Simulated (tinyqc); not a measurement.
# Changing the anneal temperature T

Model: interdiffusion of a quantum well during annealing: blurred potential and shift of the confined levels. Computed by tinyqc, a small Python program. Command: `OMP_NUM_THREADS=1 python tinyqc.py 3016060 3016061 out.jsonl qwi sweep`. One thread of a shared host (Intel(R) Xeon(R) Processor @ 2.30GHz), about 0.09 s of CPU time with the checks.

A square well of width w is blurred by Fick diffusion with a constant coefficient; band offsets are linear in composition, masses are uniform, and strain and excitons are ignored.

Inputs (values chosen for the exercise, modelled on GaAs in AlGaAs):

| quantity | value | unit |
|---|---|---|
| well width w | 2.7 | nm |
| electron mass m_e | 0.0656 | m_0 |
| hole mass m_h | 0.401 | m_0 |
| conduction offset V_c | 0.28 | eV |
| valence offset V_v | 0.17 | eV |
| prefactor D0 | 0.17 | cm^2/s |
| activation energy E | 3.82 | eV |
| anneal time t | 120 | s |

Constants: k_B = 8.617333262e-05 eV/K; hbar^2/(2 m_0) = 3.80998212 eV angstrom^2.

Method:
- D = D0 exp(-E/(k_B T)); L = sqrt(D t); share of well material at the centre erf(w/(4L)); 1 nm = 1e-7 cm.
- Temperatures in kelvin are T(C) + 273.15.
- With L = sqrt(D t) and the share at the centre erf(w/(4L)). After the anneal: V(z) = V {1 - (1/2)[erf((w/2 - z)/(2L)) + erf((w/2 + z)/(2L))]}, energies counted from the original well bottom. Finite differences on 3000 points over |z| < w/2 + 6L + 25 nm; shifts are taken against the same grid with cell-averaged square steps.
- Rise of the bottom = V (1 - share at the centre). Overlap = |<electron|hole>|^2.

One run for each value:

| anneal temperature T (C) | blue shift of the transition (meV) | diffusion length L (nm) | share at the centre |
|---|---|---|---|
| 790 | 0.283 | 0.03987 | 1.0000 |
| 810 | 0.603 | 0.05859 | 1.0000 |
| 830 | 1.244 | 0.08490 | 1.0000 |
| 870 | 4.807 | 0.17149 | 1.0000 |
| 890 | 8.950 | 0.23935 | 0.9999 |
| 910 | 16.029 | 0.33031 | 0.9961 |
| 930 | 27.352 | 0.45099 | 0.9657 |
| 950 | 43.682 | 0.60952 | 0.8827 |

Give the missing row, anneal temperature T (C) = 850.

Computed row:
```
anneal temperature T (C)  blue shift of the transition (meV)  diffusion length L (nm)  share at the centre
850                                                    2.488                  0.12142               1.0000
```

Interpolating between the two neighbouring rows (linearly) misses most in blue shift of the transition (meV), by 22 %. Over the rows, blue shift of the transition (meV) rises from 0.283 to 43.7; diffusion length L (nm) rises from 0.0399 to 0.610; share at the centre falls from 1.00 to 0.883, flat over part of the range. The apparent activation energy of the shift is 3.75 eV between the first rows and 2.97 eV between the last, against E = 3.82 eV: only small shifts measure E directly.
